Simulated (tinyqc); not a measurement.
Inside a calculation. Model: MOS capacitor with interface traps: C-V stretch-out, conductance peak and subthreshold swing. Computed by tinyqc, a small Python program that keeps every step. Command: `OMP_NUM_THREADS=1 python tinyqc.py 3005774 3005775 out.jsonl mostraps walk`. One thread of a shared host (Intel(R) Xeon(R) Processor @ 2.30GHz), about 0.01 s of CPU time with the checks. Intermediate numbers are printed to about 7 digits and carried at full precision; extremes and crossings named in words are read from the listed rows.

Energies at the interface are counted from the valence band. psi > 0 means bending towards depletion, so the surface potential is +psi. Boltzmann statistics, full ionisation, no quantum confinement. Traps are neutral when filled up to E_n, with a sharp (zero-temperature) occupation.

Inputs (values chosen for the exercise, modelled on germanium, with an insulator like Si3N4):
```
quantity                              value         unit
gap E_g                               0.652           eV
electron mass m_e                     0.224          m_0
valleys M_c                               4            -
hole mass m_h                         0.334          m_0
dielectric constant eps_s              15.9            -
doping N                            2.3e+15        cm^-3
insulator constant eps_ox              7.44            -
insulator thickness t_ox                2.2           nm
work-function difference phi_ms       -0.31            V
fixed charge N_f                      5e+11        cm^-2
trap density D_0                    1.7e+12  cm^-2 eV^-1
neutrality level E_n                  0.379           eV
capture cross-section sigma           5e-16         cm^2
band bending towards depletion psi     0.35            V
temperature T                           200            K
edge density D_1                    1.4e+13  cm^-2 eV^-1
tail width w                           0.15           eV
```

Substrate: p-type. Trap spectrum: U-shaped.

Constants: m_0 = 9.1093837015e-31 kg; k_B = 1.380649e-23 J/K; h = 6.62607015e-34 J s; k_B = 8.617333262e-05 eV/K; eps_0 = 8.8541878128e-12 F/m; e = 1.602176634e-19 C.

## Substrate and insulator

N_c = 2 M_c (2 pi m_e k_B T/h^2)^(3/2) and N_v = 2 (2 pi m_h k_B T/h^2)^(3/2), masses in units of m_0. n_i = sqrt(N_c N_v) exp(-E_g/2 k_B T); E_F = k_B T ln(N_v/N); phi_B = (k_B T/e) ln(N/n_i); L_D = sqrt(eps_s eps_0 k_B T/(e^2 N)); C_ox = eps_ox eps_0/t_ox.

k_B T = 0.01723467 eV

n_i = 2.382992e+10 cm^-3

bulk E_F = 0.1214072 eV

phi_B = 0.1978105 V

Debye length L_D = 81.14378 nm

C_ox = 2.994325 microF/cm^2

effective density of states of the majority band = 2.636664e+18 cm^-3

## Charges at the given band bending

With u = psi/k_B T and r = (n_i/N)^2: F = sqrt(exp(-u) + u - 1 + r (exp(u) - u - 1)); Q_s = -sign(u) sqrt(2) eps_s eps_0 (k_B T/e) F/L_D; C_s = (eps_s eps_0/(sqrt(2) L_D)) |1 - exp(-u) + r (exp(u) - 1)|/F; at high frequency, below strong inversion, the terms in r are dropped. D(E) = D_0 + D_1 [exp(-E/w) + exp(-(E_g - E)/w)]. E_F at the interface is E_s = E_F + psi; Q_it = -e int from E_n to E_s of D(E) dE; C_it = e D(E_s) (per volt); V_G = phi_ms + psi - (Q_s + Q_it + e N_f)/C_ox.

E_s = 0.4714072 eV

Q_s = -0.01861536 microC/cm^2

C_s = 0.02984319 microF/cm^2

C_s at high frequency = 0.02791952 microF/cm^2

D(E_s) = 6.504404e+12 cm^-2 eV^-1

Q_it = -0.08396148 microC/cm^2

C_it = 1.042120 microF/cm^2

gate voltage V_G = 0.04750353 V

The traps hold negative charge because E_s lies above E_n.

## Capacitances, high-low extraction and swing

C_LF = [1/C_ox + 1/(C_s + C_it)]^-1; C_HF = [1/C_ox + 1/C_s(HF)]^-1; high-low estimate D = [(1/C_LF - 1/C_ox)^-1 - (1/C_HF - 1/C_ox)^-1]/e; stretch-out |dV_G/d psi| = 1 + (C_s + C_it)/C_ox; swing factor at this bending (the subthreshold swing when psi lies between phi_B and 2 phi_B) S = ln(10) (k_B T/e)(1 + (C_s(HF) + C_it)/C_ox).

C_LF = 0.7893703 microF/cm^2

C_HF = 0.02766160 microF/cm^2

high-low estimate of D = 6.516411e+12 cm^-2 eV^-1

stretch-out = 1.357998

swing factor S = 53.86570 mV/decade

The traps add 13.81 mV/decade to the swing, whose thermal limit is 39.7.

## Conductance peak

v = sqrt(3 k_B T/m) with the majority mass; surface density n_s = N exp(-psi/k_B T); tau = 1/(sigma v n_s); for a continuum of levels G_p/omega = C_it ln(1 + omega^2 tau^2)/(2 omega tau), which peaks at omega tau = 1.98, the frequency 1.98/(2 pi tau); potential fluctuations are left out.

v = 1.650059e+07 cm/s

n_s = 3484304 cm^-3

trap time constant = 34.78680 s

peak frequency = 0.009058804 Hz

peak of G_p/omega = 0.4193192 microF/cm^2

Caution: near and beyond midgap the traps also exchange with the minority band, so this majority-carrier time constant and peak do not apply.

## The C-V curve with and without traps

C/C_ox = 1/(1 + C_ox/(C_s + C_it)) at low frequency; without traps C_it = Q_it = 0; the high-frequency column uses C_s(HF) alone.

Along the curve:
```
psi (V)    E_s (eV)     V_G (V)  V_G, no traps (V)  C_LF/C_ox  C_LF/C_ox, no traps  C_HF/C_ox  D (cm^-2 eV^-1)
-0.04310  0.0783072  -0.4848078         -0.3840169  0.4142787            0.1346039  0.1346039     1.031183e+13
0.00862   0.1300272  -0.4033066         -0.3276725  0.3235291            0.0470645  0.0470645     8.015220e+12
0.05930   0.1807072  -0.3313256         -0.2752328  0.2717235            0.0245994  0.0245994     6.501663e+12
0.11500   0.2364072  -0.2567847         -0.2183896  0.2366170            0.0168885  0.0168885     5.471796e+12
0.17100   0.2924072  -0.1844124         -0.1615352  0.2184221            0.0135304  0.0135304     4.966573e+12
0.22700   0.3484072  -0.1130002         -0.1048266  0.2157501            0.0116081  0.0116075     4.921952e+12
0.28400   0.4054072  -0.0398408         -0.0471971  0.2285949            0.0103218  0.0103066     5.343336e+12
0.34000   0.4614072   0.0339866          0.0093645  0.2568370            0.0097369  0.0093787     6.275189e+12
0.39600   0.5174072   0.1116228          0.0660192  0.3043104            0.0169829  0.0086639     7.852162e+12
```

The same range of bending takes 0.596 V with traps and 0.450 V without: a stretch-out of 32.5 %. The minimum of C_LF/C_ox among these rows rises from 0.010 to 0.216. Fixed charge shifts both curves rigidly by -0.027 V, while the shift from trap charge changes sign where E_s passes E_n.

Checks made by the program: C_s against a finite difference of Q_s (relative difference 4e-09); C_it against a finite difference of Q_it (relative difference 6e-10).
